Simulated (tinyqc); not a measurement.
Carrier lifetime from Shockley-Read-Hall, radiative, Auger and surface recombination. Changing the trap density N_t. Computed by tinyqc, a small Python program. Command: `OMP_NUM_THREADS=1 python tinyqc.py 3011149 3011150 out.jsonl lifetime sweep`. One thread of a shared host (Intel(R) Xeon(R) Processor @ 2.30GHz), about 0.02 s of CPU time with the checks.

Energies are counted from the top of the valence band. Boltzmann statistics, full ionisation, and equal excess densities of electrons and holes.

Inputs (values chosen for the exercise, with bands modelled on GaP):
```
quantity                          value        unit
gap E_g                            2.29          eV
electron mass m_e                 0.504         m_0
valleys M_c                           3           -
hole mass m_h                     0.831         m_0
temperature T                       250           K
doping N                        8.9e+16       cm^-3
trap level E_t                     1.44          eV
electron cross-section sigma_n  5.8e-17        cm^2
hole cross-section sigma_p      3.3e-17        cm^2
radiative coefficient B         1.5e-14      cm^3/s
Auger coefficient C_n             1e-30      cm^6/s
Auger coefficient C_p           2.7e-31      cm^6/s
excess density dn               7.8e+12       cm^-3
generation rate G               9.8e+18  cm^-3 s^-1
diffusion coefficient D             3.1      cm^2/s
surface velocity S                 5100        cm/s
thickness W                          38  micrometre
```

Doping: p-type. Surface term: two equal surfaces.

Constants: m_0 = 9.1093837015e-31 kg; k_B = 1.380649e-23 J/K; h = 6.62607015e-34 J s; k_B = 8.617333262e-05 eV/K.

Method:
- N_c = 2 M_c (2 pi m_e k_B T/h^2)^(3/2) and N_v = 2 (2 pi m_h k_B T/h^2)^(3/2), masses in units of m_0.
- n_i = sqrt(N_c N_v) exp(-E_g/2 k_B T); majority density N/2 + sqrt(N^2/4 + n_i^2), minority density n_i^2 over it.
- v = sqrt(3 k_B T/m) with m_e or m_h; tau_n0 = 1/(sigma_n v_n N_t), tau_p0 = 1/(sigma_p v_p N_t); n1 = N_c exp(-(E_g - E_t)/k_B T), p1 = N_v exp(-E_t/k_B T).
- The slowest diffusion mode has x tan x = S W/(2 D) with 0 < x < pi/2 (bisection), and tau_s = W^2/(4 x^2 D). The common approximation is W/(2 S) + W^2/(pi^2 D).
- With n = n_0 + dn, p = p_0 + dn and U/dn = 1/tau: (n p - n_i^2)/dn = n_0 + p_0 + dn = s; 1/tau_SRH = s/[tau_p0 (n + n1) + tau_n0 (p + p1)]; 1/tau_rad = B s; 1/tau_Aug = (C_n n + C_p p) s; the rates add, with 1/tau_s.
- Radiative efficiency = tau_eff/tau_rad; effective diffusion length = sqrt(D tau_eff).
- dn solves dn/tau_eff(dn) = G (60 bisections in ln dn between 1e-2 and 1e22 cm^-3); the splitting of the quasi-Fermi levels is k_B T ln(n p/n_i^2).

One run for each value; columns: (1) trap density N_t (cm^-3); (2) effective lifetime at dn (s); (3) radiative efficiency at dn; (4) quasi-Fermi splitting under G (eV); (5) effective diffusion length at dn (micrometre):
```
(1)              (2)        (3)     (4)     (5)
1.00e+10  8.0199e-07  0.0010707  1.8621  15.768
5.00e+10  8.0197e-07  0.0010707  1.8621  15.767
3.00e+11  8.0183e-07  0.0010705  1.8621  15.766
1.00e+12  8.0143e-07  0.0010700  1.8620  15.762
7.00e+12  7.9809e-07  0.0010655  1.8620  15.729
4.00e+13  7.8020e-07  0.0010417  1.8615  15.552
2.00e+14  7.0370e-07  0.0009395  1.8592  14.770
1.00e+15  4.7220e-07  0.0006304  1.8506  12.099
```

What does the table show, and why?

Over the rows, effective lifetime at dn (s) falls from 8.02e-7 to 4.72e-7; radiative efficiency at dn falls from 0.00107 to 6.30e-4; quasi-Fermi splitting under G (eV) falls from 1.862 to 1.851. At the low end the exponent of effective lifetime at dn is 0.00, close to 0: other channels rule.

Caution (rows 1.00e15): the layer is thicker than two bulk diffusion lengths: adding 1/tau_s describes the late decay, and understates the surface loss in a steady state.

Extremes, crossings and ranges named in words are read from the listed rows.
